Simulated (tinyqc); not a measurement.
Inside a calculation (part 1 of 2). Method: UHF in the sto-3g basis, for BeH, spin multiplicity 2. This run ends on a higher stationary point, not on the lowest solution. Computed by tinyqc, a small Python program that keeps every step (integrals from PySCF). Settings: charge = 0, multiplicity = 2, basis = sto-3g, energy threshold = 1e-08, iteration cap = 52, orthogonalisation = canonical, start = Wolfsberg-Helmholz matrix, DIIS depth = 0, method = UHF. Command: `OMP_NUM_THREADS=1 python tinyqc.py 27443 27444 out.jsonl` (the two numbers bound the seeds that draw the settings). One thread of a shared host (Intel(R) Xeon(R) Processor @ 2.60GHz), about 0.09 s of CPU time with the checks. Later iterations appear only in the table of the cycle.

## One-electron integrals

Geometry (angstrom):
```
atom         x         y         z
Be    0.000000  0.000000  0.000000
H     0.000000  0.000000  1.533000
```

Basis sto-3g: exponents (1/bohr^2) and contraction coefficients of normalised primitives:
```
element  l (shell)   exponent  coefficient
Be           s (1)  30.167871     0.154329
Be           s (1)   5.495115     0.535328
Be           s (1)   1.487193     0.444635
Be           s (2)   1.314833    -0.099967
Be           s (2)   0.305539     0.399513
Be           s (2)   0.099371     0.700115
Be           p (3)   1.314833     0.155916
Be           p (3)   0.305539     0.607684
Be           p (3)   0.099371     0.391957
H            s (1)   3.425251     0.154329
H            s (1)   0.623914     0.535328
H            s (1)   0.168855     0.444635
```

Overlap, kinetic and nuclear-attraction integrals over the contracted functions; the nuclear repulsion is the sum of Za Zb / Rab.

nuclear repulsion = 1.38076246 hartree

overlap S:
```
           1Be 1s    1Be 2s   1Be 2px   1Be 2py   1Be 2pz     2H 1s
1Be 1s   1.000000  0.259517  0.000000  0.000000  0.000000  0.045471
1Be 2s   0.259517  1.000000  0.000000  0.000000  0.000000  0.384473
1Be 2px  0.000000  0.000000  1.000000  0.000000  0.000000  0.000000
1Be 2py  0.000000  0.000000  0.000000  1.000000  0.000000  0.000000
1Be 2pz  0.000000  0.000000  0.000000  0.000000  1.000000  0.466215
2H 1s    0.045471  0.384473  0.000000  0.000000  0.466215  1.000000
```

kinetic energy T (hartree):
```
            1Be 1s     1Be 2s   1Be 2px   1Be 2py   1Be 2pz      2H 1s
1Be 1s    6.693975  -0.033012  0.000000  0.000000  0.000000  -0.012534
1Be 2s   -0.033012   0.211111  0.000000  0.000000  0.000000   0.042728
1Be 2px   0.000000   0.000000  0.660592  0.000000  0.000000   0.000000
1Be 2py   0.000000   0.000000  0.000000  0.660592  0.000000   0.000000
1Be 2pz   0.000000   0.000000  0.000000  0.000000  0.660592   0.134457
2H 1s    -0.012534   0.042728  0.000000  0.000000  0.134457   0.760032
```

nuclear attraction V (hartree):
```
             1Be 1s     1Be 2s    1Be 2px    1Be 2py    1Be 2pz      2H 1s
1Be 1s   -14.906283  -1.988829   0.000000   0.000000  -0.013753  -0.348149
1Be 2s    -1.988829  -2.645505   0.000000   0.000000  -0.126012  -0.979030
1Be 2px    0.000000   0.000000  -2.595323   0.000000   0.000000   0.000000
1Be 2py    0.000000   0.000000   0.000000  -2.595323   0.000000   0.000000
1Be 2pz   -0.013753  -0.126012   0.000000   0.000000  -2.690402  -1.166864
2H 1s     -0.348149  -0.979030   0.000000   0.000000  -1.166864  -2.602530
```

core Hamiltonian H = T + V (hartree):
```
            1Be 1s     1Be 2s    1Be 2px    1Be 2py    1Be 2pz      2H 1s
1Be 1s   -8.212308  -2.021841   0.000000   0.000000  -0.013753  -0.360683
1Be 2s   -2.021841  -2.434394   0.000000   0.000000  -0.126012  -0.936302
1Be 2px   0.000000   0.000000  -1.934731   0.000000   0.000000   0.000000
1Be 2py   0.000000   0.000000   0.000000  -1.934731   0.000000   0.000000
1Be 2pz  -0.013753  -0.126012   0.000000   0.000000  -2.029811  -1.032407
2H 1s    -0.360683  -0.936302   0.000000   0.000000  -1.032407  -1.842498
```

## Two-electron integrals

Functions are numbered as in S; the eight-fold symmetry (ij|kl) = (ji|kl) = (kl|ij) leaves the list below.

Two-electron integrals (ij|kl) in chemists' order, unique and non-zero (hartree):
```
(11|11) 2.298831   (21|11) 0.392036   (21|21) 0.079539   (22|11) 0.570988
(22|21) 0.143041   (22|22) 0.417683   (31|31) 0.014607   (32|31) 0.021888
(32|32) 0.092265   (33|11) 0.569578   (33|21) 0.143083   (33|22) 0.417589
(33|33) 0.449859   (41|41) 0.014607   (42|41) 0.021888   (42|42) 0.092265
(43|43) 0.024249   (44|11) 0.569578   (44|21) 0.143083   (44|22) 0.417589
(44|33) 0.401360   (44|44) 0.449859   (51|51) 0.014607   (52|51) 0.021888
(52|52) 0.092265   (53|53) 0.024249   (54|54) 0.024249   (55|11) 0.569578
(55|21) 0.143083   (55|22) 0.417589   (55|33) 0.401360   (55|44) 0.401360
(55|55) 0.449859   (61|11) 0.067815   (61|21) 0.013752   (61|22) 0.024947
(61|33) 0.024774   (61|44) 0.024774   (61|51) 0.001211   (61|52) 0.002292
(61|55) 0.025305   (61|61) 0.002492   (62|11) 0.175324   (62|21) 0.044622
(62|22) 0.143378   (62|33) 0.137813   (62|44) 0.137813   (62|51) 0.005820
(62|52) 0.036696   (62|55) 0.154377   (62|61) 0.008536   (62|62) 0.075310
(63|31) 0.003953   (63|32) 0.018850   (63|53) 0.006238   (63|63) 0.006623
(64|41) 0.003953   (64|42) 0.018850   (64|54) 0.006238   (64|64) 0.006623
(65|11) 0.192208   (65|21) 0.049490   (65|22) 0.166626   (65|33) 0.156769
(65|44) 0.156769   (65|51) 0.009395   (65|52) 0.056889   (65|55) 0.186173
(65|61) 0.009859   (65|62) 0.099226   (65|65) 0.134501   (66|11) 0.343736
(66|21) 0.089009   (66|22) 0.321309   (66|33) 0.298254   (66|44) 0.298254
(66|51) 0.013153   (66|52) 0.108597   (66|55) 0.367142   (66|61) 0.017398
(66|62) 0.217383   (66|65) 0.303207   (66|66) 0.774606
```

## Orthogonalisation

S = U s U^T; canonical form X = U s^(-1/2), so that X^T S X = 1. Each column of U has its largest component positive (the first on a tie).

eigenvalues of S: 0.382315  0.794991  1.000000  1.000000  1.179820  1.642874

X:
```
                 1          2          3         4          5         6
1Be 1s    0.252400   0.786683   0.000000  0.000000   0.597465  0.195038
1Be 2s   -0.794558  -0.582868   0.000000  0.000000   0.447938  0.391510
1Be 2px   0.000000   0.000000   0.862591  0.505901   0.000000  0.000000
1Be 2py   0.000000   0.000000  -0.505901  0.862591   0.000000  0.000000
1Be 2pz  -0.834896   0.500779   0.000000  0.000000  -0.502416  0.379275
2H 1s     1.106147  -0.220209   0.000000  0.000000  -0.193783  0.522991
```

Within a degenerate level the vectors are fixed only up to a rotation; this is one choice.

## Starting guess

The start is the generalised Wolfsberg-Helmholz matrix (K = 1.75) built on H; D(s) = C_occ C_occ^T for each spin.

D(alpha) at the start:
```
            1Be 1s    1Be 2s   1Be 2px   1Be 2py    1Be 2pz      2H 1s
1Be 1s    0.990226  0.004396  0.000000  0.000000  -0.061214  -0.081287
1Be 2s    0.004396  0.123053  0.000000  0.000000   0.169694   0.181350
1Be 2px   0.000000  0.000000  0.625327  0.484038   0.000000   0.000000
1Be 2py   0.000000  0.000000  0.484038  0.374673   0.000000   0.000000
1Be 2pz  -0.061214  0.169694  0.000000  0.000000   0.238585   0.256052
2H 1s    -0.081287  0.181350  0.000000  0.000000   0.256052   0.275047
```

D(beta) at the start:
```
            1Be 1s    1Be 2s   1Be 2px   1Be 2py    1Be 2pz      2H 1s
1Be 1s    0.990226  0.004396  0.000000  0.000000  -0.061214  -0.081287
1Be 2s    0.004396  0.123053  0.000000  0.000000   0.169694   0.181350
1Be 2px   0.000000  0.000000  0.000000  0.000000   0.000000   0.000000
1Be 2py   0.000000  0.000000  0.000000  0.000000   0.000000   0.000000
1Be 2pz  -0.061214  0.169694  0.000000  0.000000   0.238585   0.256052
2H 1s    -0.081287  0.181350  0.000000  0.000000   0.256052   0.275047
```

## Iteration 1: building the Fock matrix

J_ij = sum D_kl (ij|kl) with D = D(alpha) + D(beta), K_ij = sum D_kl (ik|jl) for each spin; F = H + J - K(s); E = tr D H + tr D J / 2 - 0.5 sum_s tr D(s) K(s) + E_nn.

Coulomb J (hartree):
```
           1Be 1s    1Be 2s   1Be 2px   1Be 2py   1Be 2pz     2H 1s
1Be 1s   6.032585  1.151919  0.000000  0.000000  0.031966  0.203845
1Be 2s   1.151919  2.296281  0.000000  0.000000  0.201146  0.891316
1Be 2px  0.000000  0.000000  2.273061  0.023475  0.000000  0.000000
1Be 2py  0.000000  0.000000  0.023475  2.260905  0.000000  0.000000
1Be 2pz  0.031966  0.201146  0.000000  0.000000  2.345729  1.077779
2H 1s    0.203845  0.891316  0.000000  0.000000  1.077779  2.194018
```

exchange K(alpha) (hartree):
```
            1Be 1s    1Be 2s   1Be 2px   1Be 2py    1Be 2pz     2H 1s
1Be 1s    2.302957  0.437448  0.000000  0.000000  -0.002501  0.077438
1Be 2s    0.437448  0.329949  0.000000  0.000000   0.190184  0.272324
1Be 2px   0.000000  0.000000  0.333400  0.206011   0.000000  0.000000
1Be 2py   0.000000  0.000000  0.206011  0.226720   0.000000  0.000000
1Be 2pz  -0.002501  0.190184  0.000000  0.000000   0.309029  0.337794
2H 1s     0.077438  0.272324  0.000000  0.000000   0.337794  0.527336
```

exchange K(beta) (hartree):
```
            1Be 1s    1Be 2s   1Be 2px   1Be 2py    1Be 2pz     2H 1s
1Be 1s    2.288350  0.415560  0.000000  0.000000  -0.002501  0.073486
1Be 2s    0.415560  0.237684  0.000000  0.000000   0.190184  0.253474
1Be 2px   0.000000  0.000000  0.043006  0.000000   0.000000  0.000000
1Be 2py   0.000000  0.000000  0.000000  0.043006   0.000000  0.000000
1Be 2pz  -0.002501  0.190184  0.000000  0.000000   0.284780  0.331556
2H 1s     0.073486  0.253474  0.000000  0.000000   0.331556  0.520712
```

F(alpha) (hartree):
```
            1Be 1s     1Be 2s    1Be 2px    1Be 2py    1Be 2pz      2H 1s
1Be 1s   -4.482680  -1.307371   0.000000   0.000000   0.020714  -0.234277
1Be 2s   -1.307371  -0.468063   0.000000   0.000000  -0.115050  -0.317311
1Be 2px   0.000000   0.000000   0.004929  -0.182536   0.000000   0.000000
1Be 2py   0.000000   0.000000  -0.182536   0.099454   0.000000   0.000000
1Be 2pz   0.020714  -0.115050   0.000000   0.000000   0.006890  -0.292422
2H 1s    -0.234277  -0.317311   0.000000   0.000000  -0.292422  -0.175816
```

F(beta) (hartree):
```
            1Be 1s     1Be 2s   1Be 2px   1Be 2py    1Be 2pz      2H 1s
1Be 1s   -4.468073  -1.285483  0.000000  0.000000   0.020714  -0.230324
1Be 2s   -1.285483  -0.375798  0.000000  0.000000  -0.115050  -0.298460
1Be 2px   0.000000   0.000000  0.295324  0.023475   0.000000   0.000000
1Be 2py   0.000000   0.000000  0.023475  0.283168   0.000000   0.000000
1Be 2pz   0.020714  -0.115050  0.000000  0.000000   0.031139  -0.286185
2H 1s    -0.230324  -0.298460  0.000000  0.000000  -0.286185  -0.169193
```

total energy of this density = -14.74746838 hartree

## Iteration 1: diagonalisation and new density

Diagonalise F' = X^T F X, C = X C', fill 3 alpha and 2 beta electrons from the bottom; D(s) = C_occ C_occ^T. Each column has its largest component positive (the first on a tie).

F' = X^T F X (alpha) (hartree):
```
           1          2          3          4          5          6
1   0.538680  -0.336096   0.000000   0.000000  -0.246109  -0.116687
2  -0.336096  -1.593375   0.000000   0.000000  -2.002842  -0.816786
3   0.000000   0.000000   0.188434  -0.130350   0.000000   0.000000
4   0.000000   0.000000  -0.130350  -0.084051   0.000000   0.000000
5  -0.246109  -2.002842   0.000000   0.000000  -2.306971  -1.018503
6  -0.116687  -0.816786   0.000000   0.000000  -1.018503  -0.813870
```

orbital energies (alpha) (hartree): MO1 -4.487862, MO2 -0.348447, MO3 -0.136364, MO4 0.066843, MO5 0.240747, MO6 0.593930

coefficients C (alpha):
```
               MO1        MO2       MO3        MO4        MO5        MO6
1Be 1s    0.990122  -0.161944  0.000000  -0.236864   0.000000   0.122099
1Be 2s    0.036558   0.457341  0.000000   0.842437   0.000000  -0.636230
1Be 2px   0.000000   0.000000  0.790776   0.000000  -0.612106   0.000000
1Be 2py   0.000000   0.000000  0.612106   0.000000   0.790776   0.000000
1Be 2pz  -0.001950   0.359122  0.000000  -0.561293   0.000000  -0.948725
2H 1s    -0.004188   0.551182  0.000000  -0.210694   0.000000   1.111267
```

F' = X^T F X (beta) (hartree):
```
           1          2         3         4          5          6
1   0.571638  -0.320153  0.000000  0.000000  -0.263704  -0.148147
2  -0.320153  -1.564566  0.000000  0.000000  -2.026562  -0.832306
3   0.000000   0.000000  0.271724  0.016764   0.000000   0.000000
4   0.000000   0.000000  0.016764  0.306767   0.000000   0.000000
5  -0.263704  -2.026562  0.000000  0.000000  -2.268132  -0.996906
6  -0.148147  -0.832306  0.000000  0.000000  -0.996906  -0.779529
```

orbital energies (beta) (hartree): MO1 -4.471978, MO2 -0.318164, MO3 0.128826, MO4 0.264996, MO5 0.313495, MO6 0.620726

coefficients C (beta):
```
               MO1        MO2        MO3        MO4       MO5        MO6
1Be 1s    0.991605  -0.140591  -0.238348   0.000000  0.000000   0.133136
1Be 2s    0.031219   0.384958   0.845708   0.000000  0.000000  -0.678673
1Be 2px   0.000000   0.000000   0.000000  -0.612106  0.790776   0.000000
1Be 2py   0.000000   0.000000   0.000000   0.790776  0.612106   0.000000
1Be 2pz  -0.002556   0.369180  -0.572195   0.000000  0.000000  -0.938294
2H 1s    -0.003024   0.593059  -0.133835   0.000000  0.000000   1.101583
```

D(alpha) after iteration 1:
```
            1Be 1s     1Be 2s   1Be 2px   1Be 2py    1Be 2pz      2H 1s
1Be 1s    1.006568  -0.037867  0.000000  0.000000  -0.060089  -0.093408
1Be 2s   -0.037867   0.210498  0.000000  0.000000   0.164170   0.251925
1Be 2px   0.000000   0.000000  0.625327  0.484038   0.000000   0.000000
1Be 2py   0.000000   0.000000  0.484038  0.374673   0.000000   0.000000
1Be 2pz  -0.060089   0.164170  0.000000  0.000000   0.128972   0.197950
2H 1s    -0.093408   0.251925  0.000000  0.000000   0.197950   0.303820
```

D(beta) after iteration 1:
```
            1Be 1s     1Be 2s   1Be 2px   1Be 2py    1Be 2pz      2H 1s
1Be 1s    1.003046  -0.023164  0.000000  0.000000  -0.054438  -0.086377
1Be 2s   -0.023164   0.149167  0.000000  0.000000   0.142039   0.228208
1Be 2px   0.000000   0.000000  0.000000  0.000000   0.000000   0.000000
1Be 2py   0.000000   0.000000  0.000000  0.000000   0.000000   0.000000
1Be 2pz  -0.054438   0.142039  0.000000  0.000000   0.136300   0.218953
2H 1s    -0.086377   0.228208  0.000000  0.000000   0.218953   0.351728
```

## Iteration 2: building the Fock matrix

As before.

Coulomb J (hartree):
```
           1Be 1s    1Be 2s   1Be 2px   1Be 2py   1Be 2pz     2H 1s
1Be 1s   6.027517  1.148138  0.000000  0.000000  0.031668  0.203116
1Be 2s   1.148138  2.286874  0.000000  0.000000  0.204529  0.892848
1Be 2px  0.000000  0.000000  2.265180  0.023475  0.000000  0.000000
1Be 2py  0.000000  0.000000  0.023475  2.253024  0.000000  0.000000
1Be 2pz  0.031668  0.204529  0.000000  0.000000  2.333110  1.081648
2H 1s    0.203116  0.892848  0.000000  0.000000  1.081648  2.217714
```

exchange K(alpha) (hartree):
```
            1Be 1s    1Be 2s   1Be 2px   1Be 2py    1Be 2pz     2H 1s
1Be 1s    2.312968  0.428863  0.000000  0.000000  -0.003177  0.075191
1Be 2s    0.428863  0.362627  0.000000  0.000000   0.191812  0.295835
1Be 2px   0.000000  0.000000  0.339230  0.206011   0.000000  0.000000
1Be 2py   0.000000  0.000000  0.206011  0.232549   0.000000  0.000000
1Be 2pz  -0.003177  0.191812  0.000000  0.000000   0.256214  0.313111
2H 1s     0.075191  0.295835  0.000000  0.000000   0.313111  0.534739
```

exchange K(beta) (hartree):
```
            1Be 1s    1Be 2s   1Be 2px   1Be 2py    1Be 2pz     2H 1s
1Be 1s    2.297493  0.406805  0.000000  0.000000  -0.002194  0.072418
1Be 2s    0.406805  0.248324  0.000000  0.000000   0.186218  0.271433
1Be 2px   0.000000  0.000000  0.043687  0.000000   0.000000  0.000000
1Be 2py   0.000000  0.000000  0.000000  0.043687   0.000000  0.000000
1Be 2pz  -0.002194  0.186218  0.000000  0.000000   0.241892  0.321917
2H 1s     0.072418  0.271433  0.000000  0.000000   0.321917  0.560223
```

F(alpha) (hartree):
```
            1Be 1s     1Be 2s    1Be 2px    1Be 2py    1Be 2pz      2H 1s
1Be 1s   -4.497759  -1.302566   0.000000   0.000000   0.021092  -0.232758
1Be 2s   -1.302566  -0.510148   0.000000   0.000000  -0.113295  -0.339288
1Be 2px   0.000000   0.000000  -0.008781  -0.182536   0.000000   0.000000
1Be 2py   0.000000   0.000000  -0.182536   0.085744   0.000000   0.000000
1Be 2pz   0.021092  -0.113295   0.000000   0.000000   0.047086  -0.263869
2H 1s    -0.232758  -0.339288   0.000000   0.000000  -0.263869  -0.159523
```

F(beta) (hartree):
```
            1Be 1s     1Be 2s   1Be 2px   1Be 2py    1Be 2pz      2H 1s
1Be 1s   -4.482284  -1.280507  0.000000  0.000000   0.020109  -0.229985
1Be 2s   -1.280507  -0.395844  0.000000  0.000000  -0.107701  -0.314887
1Be 2px   0.000000   0.000000  0.286762  0.023475   0.000000   0.000000
1Be 2py   0.000000   0.000000  0.023475  0.274605   0.000000   0.000000
1Be 2pz   0.020109  -0.107701  0.000000  0.000000   0.061407  -0.272676
2H 1s    -0.229985  -0.314887  0.000000  0.000000  -0.272676  -0.185007
```

total energy of this density = -14.78240678 hartree

## Iteration 2: diagonalisation and new density

As before.

F' = X^T F X (alpha) (hartree):
```
           1          2          3          4          5          6
1   0.546088  -0.350483   0.000000   0.000000  -0.246558  -0.109383
2  -0.350483  -1.623733   0.000000   0.000000  -2.007826  -0.788451
3   0.000000   0.000000   0.174724  -0.130350   0.000000   0.000000
4   0.000000   0.000000  -0.130350  -0.097761   0.000000   0.000000
5  -0.246558  -2.007826   0.000000   0.000000  -2.299461  -1.048072
6  -0.109383  -0.788451   0.000000   0.000000  -1.048072  -0.806708
```

orbital energies (alpha) (hartree): MO1 -4.502375, MO2 -0.353099, MO3 -0.150074, MO4 0.066072, MO5 0.227037, MO6 0.605587

coefficients C (alpha):
```
               MO1        MO2       MO3        MO4        MO5        MO6
1Be 1s    0.990690  -0.186751  0.000000  -0.216909   0.000000   0.119112
1Be 2s    0.034518   0.550989  0.000000   0.791006   0.000000  -0.628105
1Be 2px   0.000000   0.000000  0.790776   0.000000  -0.612106   0.000000
1Be 2py   0.000000   0.000000  0.612106   0.000000   0.790776   0.000000
1Be 2pz  -0.002231   0.295198  0.000000  -0.589791   0.000000  -0.953468
2H 1s    -0.003725   0.521617  0.000000  -0.281648   0.000000   1.109821
```

F' = X^T F X (beta) (hartree):
```
           1          2         3         4          5          6
1   0.571947  -0.325970  0.000000  0.000000  -0.259644  -0.166601
2  -0.325970  -1.589990  0.000000  0.000000  -2.032566  -0.812840
3   0.000000   0.000000  0.263162  0.016764   0.000000   0.000000
4   0.000000   0.000000  0.016764  0.298205   0.000000   0.000000
5  -0.259644  -2.032566  0.000000  0.000000  -2.265058  -1.011970
6  -0.166601  -0.812840  0.000000  0.000000  -1.011970  -0.781560
```

orbital energies (beta) (hartree): MO1 -4.485677, MO2 -0.324784, MO3 0.121195, MO4 0.256434, MO5 0.304933, MO6 0.624606

coefficients C (beta):
```
               MO1        MO2        MO3        MO4       MO5        MO6
1Be 1s    0.992213  -0.149894  -0.230214   0.000000  0.000000   0.132769
1Be 2s    0.028965   0.416669   0.831329   0.000000  0.000000  -0.677811
1Be 2px   0.000000   0.000000   0.000000  -0.612106  0.790776   0.000000
1Be 2py   0.000000   0.000000   0.000000   0.790776  0.612106   0.000000
1Be 2pz  -0.002774   0.315259  -0.580138   0.000000  0.000000  -0.952967
2H 1s    -0.002319   0.609125  -0.180691   0.000000  0.000000   1.086019
```

D(alpha) after iteration 2:
```
            1Be 1s     1Be 2s   1Be 2px   1Be 2py    1Be 2pz      2H 1s
1Be 1s    1.016343  -0.068701  0.000000  0.000000  -0.057338  -0.101103
1Be 2s   -0.068701   0.304781  0.000000  0.000000   0.162574   0.287277
1Be 2px   0.000000   0.000000  0.625327  0.484038   0.000000   0.000000
1Be 2py   0.000000   0.000000  0.484038  0.374673   0.000000   0.000000
1Be 2pz  -0.057338   0.162574  0.000000  0.000000   0.087147   0.153989
2H 1s    -0.101103   0.287277  0.000000  0.000000   0.153989   0.272098
```

D(beta) after iteration 2:
```
            1Be 1s     1Be 2s   1Be 2px   1Be 2py    1Be 2pz      2H 1s
1Be 1s    1.006954  -0.033717  0.000000  0.000000  -0.050008  -0.093605
1Be 2s   -0.033717   0.174452  0.000000  0.000000   0.131278   0.253736
1Be 2px   0.000000   0.000000  0.000000  0.000000   0.000000   0.000000
1Be 2py   0.000000   0.000000  0.000000  0.000000   0.000000   0.000000
1Be 2pz  -0.050008   0.131278  0.000000  0.000000   0.099396   0.192038
2H 1s    -0.093605   0.253736  0.000000  0.000000   0.192038   0.371038
```
